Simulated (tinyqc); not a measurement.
Effective-mass impurity with a central-cell term, in a basis of Slater functions. Changing the central-cell strength A. Computed by tinyqc, a small Python program. Command: `OMP_NUM_THREADS=1 python tinyqc.py 3022672 3022673 out.jsonl centralcell sweep`. One thread of a shared host (Intel(R) Xeon(R) Processor @ 2.30GHz), about 0.02 s of CPU time with the checks.

The envelope obeys H = -nabla^2 - (2/r) [Z + A exp(-kappa r)] in effective units, with kappa = a*/lambda; positive A deepens the well near the core.

Inputs (values chosen for the exercise, with screening close to that of AlN):
```
quantity                   value      unit
effective mass m            1.55       m_0
dielectric constant eps     8.81         -
charge Z of the core           1         -
central-cell range lambda    0.9  angstrom
```

Impurity: acceptor, one isotropic band.

Constants: Ry = 13.605693123 eV; a_0 = 0.529177210903 angstrom.

Method:
- Units: Ry* = Ry m/eps^2 and a* = a_0 eps/m, with m in m_0.
- kappa = a*/lambda; the hydrogenic ground state is bound by Z^2 Ry*.
- For s functions exp(-zeta r), with s = zeta_i + zeta_j: S = 2/s^3, T = zeta_i zeta_j S, V = -2 Z/s^2, W = -2 A/(s + kappa)^2; each function is normalised by dividing by sqrt(S_ii S_jj).
- Large basis: zeta_i = 0.06 x 1.6^(i-1), i = 1..22, same formulas; for p functions r exp(-zeta r): S = 24/s^5, T = zeta_i zeta_j S (centrifugal term included), V = -12 Z/s^4, W = -12 A/(s + kappa)^4; overlap eigenvalues below 1e-11 are dropped.
- Binding energies are -E Ry*; the effective quantum number is nu = Z/sqrt(-E); |psi(0)|^2 is given relative to the hydrogenic Z^3/(pi a*^3).

One run for each value; columns: (1) central-cell strength A; (2) 1s binding energy (meV); (3) 2s binding energy (meV); (4) 2p binding energy (meV); (5) effective quantum number of 1s; (6) relative |psi(0)|^2:
```
(1)       (2)    (3)    (4)    (5)    (6)
-0.460  242.3  64.28  67.75  1.059  0.547
-0.310  250.8  65.37  67.81  1.041  0.664
-0.160  260.3  66.56  67.86  1.022  0.808
-0.011  270.9  67.83  67.92  1.002  0.985
0.140   283.0  69.22  67.98  0.980  1.208
0.290   296.7  70.72  68.04  0.957  1.481
0.440   312.1  72.32  68.10  0.933  1.819
0.740   349.8  75.90  68.22  0.881  2.747
```

Give the missing row, central-cell strength A = 0.590.

Computed row; columns: (1) central-cell strength A; (2) 1s binding energy (meV); (3) 2s binding energy (meV); (4) 2p binding energy (meV); (5) effective quantum number of 1s; (6) relative |psi(0)|^2:
```
(1)      (2)    (3)    (4)    (5)    (6)
0.590  329.7  74.05  68.16  0.908  2.235
```

Interpolating between the two neighbouring rows (linearly) misses most in relative |psi(0)|^2, by 2.1 %. Over the rows, 1s binding energy (meV) rises from 242 to 350; 2s binding energy (meV) rises from 64.3 to 75.9; 2p binding energy (meV) rises from 67.75 to 68.22. The central cell acts through the density at the core, which is largest for 1s, smaller for 2s (an eighth for hydrogenic states) and zero for 2p.

Caution (all rows): the effective Bohr radius is only a few bond lengths, so the envelope approximation is rough.

Extremes, crossings and ranges named in words are read from the listed rows.
